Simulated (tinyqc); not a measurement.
# Octagonal on-chip spiral inductor, lumped pi model: two studies

Outer diameter do = di + 2 n wd + 2 (n - 1) sp, mean da = (do + di)/2, fill p = (do - di)/(do + di), length l = 3.314 n da. L = 2.25 mu0 n^2 da/(1 + 3.55 p), mu0 = 4 pi 1e-7 H/m. Rs = rho l/(wd delta (1 - exp(-th/delta))), delta = sqrt(rho/(pi f mu0)). Cs = n wd^2 eps0 eo/hu across the coil. At each end Cox = l wd eps0 eo/(2 ho) leads to the substrate branch Rsi = 2 rs he/(l wd) in parallel with Csi = l wd eps0 11.7/(2 he). With one end grounded Y = 1/(Rs + i w L) + i w Cs + 1/[1/(i w Cox) + 1/(1/Rsi + i w Csi)], w = 2 pi f; Q = -Im Y/Re Y. Eddy currents in neighbouring turns and in the substrate are left out.

Values chosen for this exercise; values of the order met in silicon radio-frequency processes:
- n = 4.5 (number of turns)
- wd = 20 um (line width)
- sp = 2 um (space between turns)
- di = 80 um (inner diameter)
- th = 2 um (metal thickness)
- rho = 1.9 uohm cm (metal resistivity)
- ho = 7.9 um (oxide below the coil)
- hu = 1.3 um (oxide between coil and underpass)
- eo = 3.9 (relative permittivity of the oxide)
- rs = 10 ohm cm (substrate resistivity)
- he = 50 um (effective spreading depth in the substrate)
- f = 1 GHz (frequency)

Constants: eps0 = 8.8541878128e-12 F/m. Results are converted to the units shown.

Each table varies one quantity; the others keep the values above.

## Quality factor against frequency

Apparent inductance Im(1/Y)/w; share of the loss Re(substrate branch)/Re Y.

Quality factor against frequency:

| f (GHz) | Rs (ohm) | w L/Rs | Q | apparent inductance (nH) | loss in the substrate (%) |
|---|---|---|---|---|---|
| 0.14 | 1.480 | 2.045 | 2.044 | 3.442 | 0.001495 |
| 0.23 | 1.548 | 3.212 | 3.208 | 3.444 | 0.009206 |
| 0.37 | 1.633 | 4.897 | 4.879 | 3.450 | 0.05527 |
| 0.61 | 1.753 | 7.524 | 7.434 | 3.468 | 0.3670 |
| 1 | 1.911 | 11.31 | 10.81 | 3.515 | 2.303 |
| 1.6 | 2.113 | 16.37 | 13.69 | 3.633 | 11.59 |
| 2.7 | 2.419 | 24.13 | 11.55 | 3.996 | 44.08 |
| 4.3 | 2.792 | 33.30 | 5.292 | 4.929 | 76.44 |
| 7.1 | 3.340 | 45.95 | 0.8909 | 6.259 | 92.03 |

Q goes from 2.04 through a maximum of 13.7 (at f = 1.6 GHz among the rows listed) to 0.891; the exact peak is 13.9 at 1.83 GHz and Q reaches zero at the self-resonance, 8.37 GHz. The share of the substrate rises from 0.00150 to 92.0 %, and the apparent inductance ends at 1.82 times L. At the peak the substrate takes 17.4 % of the loss.

## Effect of the metal thickness

Same model as above.

Peak Q and its frequency from a search over f; self-resonance where Im Y = 0; Q at the given f (negative beyond resonance).

The same in every row: L (nH) = 3.441; do (um) = 274.0.

Effect of the metal thickness:

| th (um) | peak Q | f of the peak (GHz) | self-resonance (GHz) | Q at f |
|---|---|---|---|---|
| 0.5 | 6.349 | 2.465 | 8.361 | 3.733 |
| 0.9 | 9.245 | 2.166 | 8.364 | 6.140 |
| 1.5 | 12.21 | 1.941 | 8.365 | 8.985 |
| 2 | 13.92 | 1.830 | 8.366 | 10.81 |
| 3 | 16.13 | 1.694 | 8.366 | 13.39 |
| 4 | 17.38 | 1.612 | 8.366 | 15.02 |
| 6 | 18.52 | 1.524 | 8.366 | 16.69 |
| 9 | 19.00 | 1.474 | 8.366 | 17.52 |

Read the table: what changes, and by how much?

As th goes from 0.5 to 9, L stays at 3.44 nH, the peak Q rises from 6.35 to 19.0, its frequency falls from 2.47 to 1.47 GHz and the self-resonance stays near 8.36 GHz. Once th exceeds a few skin depths Rs no longer falls.

Computed by the program tinyqc: `OMP_NUM_THREADS=1 python tinyqc.py 2302024 2302025 out.jsonl`, one thread of a shared Intel Xeon 2.30GHz, about 0.01 s for the whole run.
